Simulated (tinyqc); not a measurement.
Franz-Keldysh effect at a direct gap: one step. Absorption with and without the field.

Parabolic bands, vertical transitions, no excitons. For each hole band j: mr = me mj/(me + mj); joint density of states J_j(E) = (mr/c)^(3/2) sqrt(E - Eg)/(2 pi^2), both spins, c = hbar^2/2m0; averaged matrix element |e.p|^2 = m0 Ep/6; alpha_j(E) = 4 pi^2 alpha_f c Ep J_j/(3 nr E) in 1/angstrom (alpha_f the fine-structure constant, listed as alpha among the constants), times 1e8 for 1/cm.

Constants: hbar^2/2m0 = 3.80998211 eV angstrom^2; fine-structure constant alpha = 0.007297352564.

Inputs chosen for the exercise (near those of GaAs; not measured data):
```
symbol  value   unit        meaning
Eg      1.413   eV          direct gap
me      0.0687  m0          electron mass
mhh     0.48    m0          heavy-hole mass
mlh     0.0818  m0          light-hole mass
Ep      26.4    eV          Kane energy
nr      3.58                refractive index
E       1.527   eV          photon energy
L       98      micrometre  length of a waveguide
```

Scales:
```
hole,mr (m0),th (meV),length (angstrom)
heavy,0.0600984,52.24934,34.833
light,0.0373399,61.23184,40.821
```

Factors:
```
hole,b,Ai(b),Ai'(b),factor (eV^(1/2)),without field
heavy,-2.181846,0.108567,0.682174,0.352648,0.337639
light,-1.861777,0.308109,0.546704,0.369747,0.337639
```

Problem. Put the factors in place of sqrt(E - Eg) in alpha_j and add the bands; a waveguide of length L changes its transmission by 4.343 (alpha(F) - alpha(0)) L dB.

Give: alpha_j in the field; alpha(F); alpha(0); change of loss.

Solution.

alpha_j in the field (1/cm): heavy 6.25e+03, light 3.21e+03

alpha(F) = 9.46e+03 1/cm
alpha(0) = 8920 1/cm
change of loss = 23.2 dB

Without the field the loss over L is 380 dB, so this energy is of no use for a modulator. Above the gap the field raises the absorption at this energy; the sign alternates with energy (Franz-Keldysh oscillations). Excitons, which add a sharp peak at low field, are left out.

Computed by tinyqc, a small Python program: `OMP_NUM_THREADS=1 python tinyqc.py 1681189 1681190 out.jsonl` (the numbers bound the seed that draws the inputs); one thread of a shared host (Intel(R) Xeon(R) Processor @ 2.30GHz), about 0.01 s for the whole set of steps.
